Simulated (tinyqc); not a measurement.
# Fully depleted semiconductor-on-insulator film with two gates, non-linear Poisson equation by Newton steps: what changes with what

One dimension across the film, front interface at x = 0, back interface at x = ts. psi is counted from the intrinsic level, n = ni exp(psi/Vt) (source grounded), holes neglected, acceptors ionised. Gates act through Cox = eps0 eox/tox and Cbox = 3.9 eps0/tb with potentials G1 = Vg - (phiM - chi - Vt ln(Nc/ni)) and G2 = Vb - (phiB - chi - Vt ln(Nc/ni)). Classical Boltzmann densities, no interface charge, no depletion in the back plane.

Parameters, values chosen for the exercise; band and dielectric values close to those of silicon:
```
symbol    value   unit                                                                 meaning
T           300      K                                                             temperature
Eg         1.12     eV                                                                band gap
eps_r      11.5                                                          relative permittivity
Nc      2.83e19  cm^-3                                  conduction-band density of states at T
Nv      2.68e19  cm^-3                                     valence-band density of states at T
chi        3.98     eV                                                       electron affinity
eox        24.5         relative permittivity of the gate insulator (close to zirconium oxide)
tox           3     nm                                                     insulator thickness
ts          6.6     nm                                                          film thickness
tb           32     nm                                      buried-oxide thickness (eps_r 3.9)
Na         1e15  cm^-3                                            acceptor density of the film
phiM       4.49     eV                                         work function of the front gate
phiB       5.03     eV                                         work function of the back plane
Vb            0      V                                                       back-gate voltage
```

Constants: q = 1.602176634e-19 C, kB = 1.380649e-23 J/K, Vt = kB T/q, eps0 = 8.8541878128e-14 F/cm where lengths are in cm. Results are converted to the units shown.

Each table varies one quantity; the others keep the values above.

## Charge against front-gate voltage

ni = sqrt(Nc Nv) exp(-Eg/(2 Vt)), Eg in volts. The Poisson equation eps0 eps_r d2psi/dx2 = q (n + Na), with -eps0 eps_r dpsi/dx = Cox (G1 - psi) at x = 0 and eps0 eps_r dpsi/dx = Cbox (G2 - psi) at x = ts, is solved on 300 equal intervals with half boxes at both ends; N_inv is the trapezoid sum of n. Swing = ln 10/(d ln N_inv/dVg); the last column is (dN_inv/dVb)/(dN_inv/dVg).

Charge against front-gate voltage:
```
Vg (V)	psi front (V)	psi back (V)	N_inv (cm^-2)	centroid/ts	swing (mV/decade)	q dN_inv/dVg over Cox	back/front leverage
0.02	0.0630	0.0269	4.38e4	0.387	61.9	3.61e-8	0.0403
0.17	0.211	0.165	1.16e7	0.360	61.8	9.60e-6	0.0384
0.32	0.359	0.303	3.11e9	0.333	62.0	0.00256	0.0365
0.47	0.497	0.420	4.50e11	0.278	98.5	0.233	0.0308
0.62	0.577	0.450	3.59e12	0.165	286	0.639	0.0209
0.77	0.618	0.455	8.53e12	0.109	547	0.797	0.0177
0.92	0.642	0.457	1.42e13	0.0811	837	0.864	0.0165
1.07	0.660	0.457	2.02e13	0.0650	1.14e3	0.900	0.0159
1.22	0.673	0.458	2.63e13	0.0544	1.46e3	0.921	0.0156
```

N_inv passes 1e11 cm^-2 at Vg = 0.417 V. The swing starts at 61.9 mV a decade, against (1 + k) Vt ln 10 = 60.4 for a front channel with k = Cs Cbox/(Cox (Cs + Cbox)) = 0.0139, Cs = eps0 eps_r/ts; above threshold this column is no longer a subthreshold swing. The centroid falls from 0.387 to 0.0544 of ts and the leverage of the back gate falls from 0.0403 to 0.0156. For Vg = 0.62, 0.77, 0.92, 1.07, 1.22 the density at an interface exceeds 0.3 Nc, where Boltzmann statistics fail. In every row the classical centroid lies within 3 nm of an interface, where confinement, left out, would push it away.

## Threshold and coupling against the insulator thickness

VT is the Vg for N_inv = 1e11 cm^-2; -dVT/dVb from the linearised equation. Limits with Cs = eps0 eps_r/ts: front channel Cs Cbox/(Cox (Cs + Cbox)), back channel Cbox (Cox + Cs)/(Cox Cs). Swing at N_inv = 1e8 cm^-2.

The same in every row: centroid/ts at VT = 0.310.

Threshold and coupling against the insulator thickness:
```
tox (nm)	VT (V)	-dVT/dVb	front-channel limit	back-channel limit	swing (mV/decade)
1.5	0.409	0.0272	0.00697	0.0774	61.3
2.1	0.412	0.0301	0.00976	0.0804	61.5
3	0.417	0.0344	0.0139	0.0849	61.8
4.2	0.423	0.0401	0.0195	0.0908	62.1
6	0.432	0.0486	0.0279	0.0998	62.6
8.5	0.445	0.0605	0.0395	0.112	63.3
12	0.463	0.0771	0.0558	0.130	64.3
```

What does the comparison show?

As tox goes from 1.5 to 12, VT rises from 0.409 to 0.463 V, the centroid stays near 0.310 of ts and -dVT/dVb rises from 0.0272 to 0.0771. The coupling covers 28.8 % of the way from the front-channel to the back-channel limit in the first row and 28.9 % in the last.

Range of the model: In so thin a film or at such density quantum confinement moves the charge away from the interfaces and raises the threshold.

Program tinyqc, `OMP_NUM_THREADS=1 python tinyqc.py 2190062 2190063 out.jsonl`; Intel Xeon 2.30GHz, shared host, one thread, about 0.3 s.
